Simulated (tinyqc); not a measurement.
Inside a calculation. Model: read current of a NAND string, cells in series solved by shooting.

Computed by the program tinyqc: `OMP_NUM_THREADS=1 python tinyqc.py 2142074 2142075 out.jsonl`, one thread of a shared Intel Xeon 2.30GHz, about 0.9 s for the whole run. Printed values are rounded.

Cells in series, numbered from 0 at the source line (0 V) to the bit line, each followed by a gap resistance Rg. A cell with gate Vg, threshold VT, source Vs and drain Vd passes I = 2 nf K Vt^2 [F(Vs) - F(Vd)]/(1 + th max(Vg - VT, 0)), F(V) = ln^2(1 + exp((Vg - VT - nf V)/(2 nf Vt))). The selected cell has Vg = Vr, the others Vg = Vp.

Values chosen for this exercise; values of the order met in vertical NAND strings:
- T = 300 K (temperature)
- K = 18 uA/V^2 (gain factor of a cell)
- nf = 1.8 (slope factor)
- th = 0.15 1/V (mobility reduction factor)
- Rg = 4.8 kohm (resistance of the gap between cells)
- Vbl = 0.4 V (bit-line voltage)
- Vp = 6.1 V (pass voltage)
- Vr = 2.74 V (read voltage on the selected word line)

Constants: q = 1.602176634e-19 C, kB = 1.380649e-23 J/K, Vt = kB T/q. Results are converted to the units shown.

## Step 1: node voltages for a trial current

first trial current = 1.6 uA
thresholds from the source end, cell 0 to 3 (V): [1.2, -1.8, -1.8, 3.4]

For a trial current I start at 0 V and, cell by cell (the selected one is cell 0), solve for the drain: sqrt(F(Vd)) = sqrt(F(Vs) - I/k), k = 2 nf K Vt^2/(1 + th max(Vg - VT, 0)), Vd = [Vg - VT - 2 nf Vt ln(exp(sqrt F) - 1)]/nf, then add I Rg.

node voltage after each cell and gap, trial 1, cell 0 to 3 (V): [0.0819577, 0.114764, 0.147764, 0.207766]

## Step 2: node voltages for a trial current

second trial current = 2.5 uA

As before.

node voltage after each cell and gap, trial 2, cell 0 to 3 (V): [0.131345, 0.183130, 0.235410, 0.336259]

## Course of the secant iteration

Secant steps on the end voltage less Vbl, from the two trials; a trial above the saturation current of a cell has no solution and is moved halfway to the previous trial. Stop below 1e-9 V.

Course of the iteration:
```
iteration,I (uA),end voltage - Vbl (V),halvings
1,2.94646,4.16e-3,0
2,2.91914,-9.21e-5,0
3,2.91973,-1.34e-7,0
4,2.91973,4.33e-12,0
```

Converged in 4 iterations to I = 2.9197 uA. The selected cell takes 35.3 % of the bit-line voltage and the gaps together 14.0 %.
